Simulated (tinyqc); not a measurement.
Off-state leakage of single and stacked transistors: two steps of the calculation.

n-channel devices of unit width. Subthreshold current I(Vg, Vs, Vd) = I0 (T/300 K)^0.5 exp[(Vg - Vs - VT(T) - gb (Vs - Vb) + dd (Vd - Vs))/(nf Vt)] (1 - exp(-(Vd - Vs)/Vt)), VT(T) = VT - cT (T - 300 K). Gate-edge tunnelling Ig (Vd/1 V) exp(ag (Vd - 1 V)), for a gate at 0 V, and band-to-band leakage Ab u exp(-Bb/u), u = Vd - Vb + 1 V, flow at a drain held at V; both are taken as independent of T. In a stack of off transistors (all gates at 0 V) the same subthreshold current passes through each.

Values chosen for this exercise; values of the order met in bulk silicon logic transistors:
- T = 378 K (temperature)
- V = 1.1 V (supply voltage)
- VT = 0.39 V (threshold at 300 K, zero drain and body bias)
- cT = 0.7 mV/K (fall of the threshold with temperature)
- I0 = 0.74 uA/um (current at threshold at 300 K)
- nf = 1.24 (slope factor)
- dd = 0.05 (drain-induced lowering per volt)
- gb = 0.16 (rise of the threshold per volt of source-body bias)
- Ig = 7e-5 uA/um (gate-edge tunnelling current at 1 V)
- ag = 5.6 1/V (exponential slope of the gate current)
- Ab = 5 uA/(um V) (prefactor of band-to-band leakage at the drain)
- Bb = 24 V (its exponential voltage)
- Vb = -0.3 V (body voltage)

Constants: q = 1.602176634e-19 C, kB = 1.380649e-23 J/K, Vt = kB T/q. Results are converted to the units shown.

Question 1. Leakage of one transistor. Vg = Vs = 0, Vd = V; effective threshold VT(T) - gb Vb - dd V.

Find: effective threshold; parts; total; shares.

Answer 1.

effective threshold = 0.3284 V
parts (nA/um): subthreshold 0.2446, gate edge 0.1348, band-to-band 0.5448
total = 0.9242 nA/um
shares (%): subthreshold 26.46, gate edge 14.59, band-to-band 58.95

The band-to-band part is the largest.

Question 2. New Vx. Stack of two, Vx the node between them: I_low = I(0, 0, Vx), I_up = I(0, Vx, V), f = ln(I_up/I_low), f' = -(1 + gb + 2 dd)/(nf Vt) - 1/(Vt (exp(Vx/Vt) - 1)) - 1/(Vt (exp((V - Vx)/Vt) - 1)), Vx(new) = Vx - f/f'.

Vx after iteration 1 = 0.050890705 V

Wanted: I_low; I_up; f; f'; Vx after iteration 2.

Answer 2.

I_low = 0.05275 nA/um
I_up = 0.05325 nA/um
f = 0.009426
f' = -39.34 1/V
Vx after iteration 2 = 0.05113 V

Numbers from tinyqc (`OMP_NUM_THREADS=1 python tinyqc.py 2242034 2242035 out.jsonl`; about 0.03 s on one thread of a shared Intel Xeon 2.30GHz).
